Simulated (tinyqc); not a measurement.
Gate voltage for a given inversion charge.

Inverse problem. p-type body, charge-sheet picture, depletion and inversion only, full ionisation (an idealisation for deep acceptors), Boltzmann statistics (rough once Na exp(x - xn) passes about Nc/7). In units of Vt: xg = (Vg - Vfb)/Vt, x = psi/Vt, G = gamma/sqrt(Vt), xn = (2 phiF + Vc)/Vt. The implicit equation is (xg - x)^2 = G^2 [x - 1 + exp(x - xn)] for x above about 3. Cox = eps0 eox/tox. ni = sqrt(Nc Nv) exp(-Eg/(2 Vt)), Eg in volts; phiF = Vt ln(Na/ni); gamma = sqrt(2 q eps0 eps_r Na)/Cox. N_inv = (Cox Vt G/q) [sqrt(x - 1 + exp(x - xn)) - sqrt(x - 1)]. Find x - xn, psi and Vg.

Parameters, values chosen for the exercise; band and dielectric values close to those of silicon:
- T = 350 K (temperature)
- Eg = 1.1 eV (band gap)
- eps_r = 11.8 (relative permittivity)
- Nc = 3.49e19 cm^-3 (conduction-band density of states at T)
- Nv = 3.36e19 cm^-3 (valence-band density of states at T)
- eox = 3.9 (relative permittivity of the gate insulator (close to silicon dioxide))
- tox = 6.7 nm (insulator thickness)
- Na = 1.8e16 cm^-3 (acceptor density)
- Vfb = -0.61 V (flat-band voltage)
- Vc = 0 V (channel-body voltage)

Constants: q = 1.602176634e-19 C, kB = 1.380649e-23 J/K, Vt = kB T/q, eps0 = 8.8541878128e-14 F/cm where lengths are in cm. Results are converted to the units shown.

N_inv = 6e10 cm^-2

Answer. N_inv rises steadily with x, so it fixes x; the implicit equation then gives xg directly.

x - xn = 1.98
psi = 0.704 V
Vg = 0.237 V

Numbers from tinyqc (`OMP_NUM_THREADS=1 python tinyqc.py 2122022 2122023 out.jsonl`; about 0.01 s on one thread of a shared Intel Xeon 2.30GHz).
